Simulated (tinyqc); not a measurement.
Carrier lifetime of an n-type layer with SRH, radiative, Auger and surface recombination: one step of the calculation.

Uniform excess density dn = dp (no trapping), n = n0 + dn, p = p0 + dn, Boltzmann statistics, full ionisation. Surfaces enter as a rate 2 S dn/d, which holds while diffusion to them is fast.

Task. Equilibrium densities and SRH constants. ni = sqrt(Nc Nv) exp(-Eg/(2 Vt)), Eg in volts; majority density N/2 + sqrt(N^2/4 + ni^2), n0 p0 = ni^2; n1 = Nc exp(-Et/Vt), p1 = Nv exp((Et - Eg)/Vt); tn0 = 1/(sn vth Nt), tp0 = 1/(sp vth Nt).

Values chosen for this exercise; band and dielectric values those of a made-up semiconductor:

| symbol | value | unit | meaning |
|---|---|---|---|
| T | 300 | K | temperature |
| Eg | 0.867 | eV | band gap |
| Nc | 2.29e19 | cm^-3 | conduction-band density of states at T |
| Nv | 2.27e19 | cm^-3 | valence-band density of states at T |
| N | 2.1e15 | cm^-3 | donor density |
| Nt | 1e12 | cm^-3 | trap density |
| sn | 8e-15 | cm^2 | capture cross-section for electrons |
| sp | 5e-16 | cm^2 | capture cross-section for holes |
| vth | 2.3e7 | cm/s | thermal velocity (both carriers) |
| Et | 0.53 | eV | trap level below the conduction band |

Constants: q = 1.602176634e-19 C, kB = 1.380649e-23 J/K, Vt = kB T/q. Results are converted to the units shown.

Give: ni; n0; p0; n1; p1; tn0; tp0.

Result.

ni = 1.1897e12 cm^-3
n0 = 2.1000e15 cm^-3
p0 = 6.7404e8 cm^-3
n1 = 2.8591e10 cm^-3
p1 = 4.9508e13 cm^-3
tn0 = 5.4348e-6 s
tp0 = 8.6957e-5 s

Computed by the program tinyqc: `OMP_NUM_THREADS=1 python tinyqc.py 2300015 2300016 out.jsonl`, one thread of a shared Intel Xeon 2.30GHz, about 0.01 s for the whole run.
